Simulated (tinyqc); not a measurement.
Landau-Devonshire theory of a uniaxial ferroelectric: one step, computed by the program tinyqc. Command: `OMP_NUM_THREADS=1 python tinyqc.py 3006409 3006410 out.jsonl ferro walk`. One thread of a shared host (Intel(R) Xeon(R) Processor @ 2.30GHz), about 0.01 s of CPU time with the checks.

G(P) = (alpha/2) P^2 + (beta*/4) P^4 + (gamma/6) P^6 - E P per volume, SI units, one domain, P along the polar axis.

Problem. Temperatures of the first-order transition. T_C = T0* + 3 beta*^2/(16 alpha_0 gamma); the polar phase survives up to T1 = T0* + beta*^2/(4 alpha_0 gamma); at T_C Ps^2 = -3 beta*/(4 gamma); latent heat = (1/2) alpha_0 T_C Ps^2.

Inputs (values chosen for the exercise, for a model ferroelectric):
```
quantity                       value         unit
alpha_0                       268000  J m/(C^2 K)
Curie-Weiss temperature T0       860            K
gamma                       7.18e+09    J m^9/C^6
temperature T                    391            K
```

Sample: free crystal.

T0* = 860 K

beta* = -2.30e+09 J m^5/C^4

Give: transition temperature T_C; superheating limit T1; jump of Ps; latent heat.

Solution.

transition temperature T_C = 1375 K

superheating limit T1 = 1547 K

jump of Ps = 49.02 microcoulomb/cm^2

latent heat = 44.28 MJ/m^3

Thermal hysteresis can span at most T1 - T0* = 687.3 K.
